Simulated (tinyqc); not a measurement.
# Bias-temperature instability, empirical power law with universal recovery, step by step

Computed by the program tinyqc: `OMP_NUM_THREADS=1 python tinyqc.py 2070161 2070162 out.jsonl`, one thread of a shared Intel Xeon 2.30GHz, about 0.01 s for the whole run. Printed values are rounded.

Threshold-voltage shift at the end of a stress: dV = A (V/V0)^g exp[-(Ea q/kB)(1/T - 1/T0)] (t/1 s)^n. After a delay tr the permanent share pp stays and the rest falls by r = 1/(1 + B (tr/t)^be). An empirical model: its parameters are fits, not properties.

Inputs (values chosen for the exercise):
```
symbol,value,unit,meaning
V0,1.6,V,reference stress voltage
T0,373,K,reference temperature
A,10,mV,shift after 1 s at V0 and T0
n,0.2,,time exponent
g,6.5,,voltage exponent
Ea,0.11,eV,apparent activation energy of the shift
pp,0.28,,permanent share
B,2.6,,recovery scale
be,0.15,,recovery dispersion
V,0.91,V,use voltage
T,378,K,use temperature
dc,30,mV,failure criterion
tr,1e-5,s,delay before the measurement
```

Constants: q = 1.602176634e-19 C, kB = 1.380649e-23 J/K. Results are converted to the units shown.

## Shift and lifetime at use conditions

The lifetime solves dV = dc; ten years are 3.15576e8 s.

voltage factor = 0.02552638
temperature factor = 1.046308
shift after ten years = 13.38041 mV
lifetime = 566.6 years
largest voltage for ten years = 1.030357 V

The device passes: the shift at ten years is below dc. A lifetime beyond 100 years is a far extrapolation of the power law. In time the voltage exponent is g/n = 32.5 and the activation energy Ea/n = 0.550 eV.

## What a delayed measurement sees

t, point 0 to 2 (s): 10  100  1000

At V0 and T0, measured shift = dV [pp + (1 - pp) r]; the apparent exponent is the slope of ln(shift) against ln t between the first and last point.

```
point	dV (mV)	share left	measured (mV)
0	15.84893	0.8224462	13.03489
1	25.11886	0.8645459	21.71641
2	39.81072	0.8985307	35.77115
```

apparent n = 0.2192127

The delay hides 10.1 % of the last shift and raises the exponent from 0.2 to 0.219, since short stresses recover by a larger share.
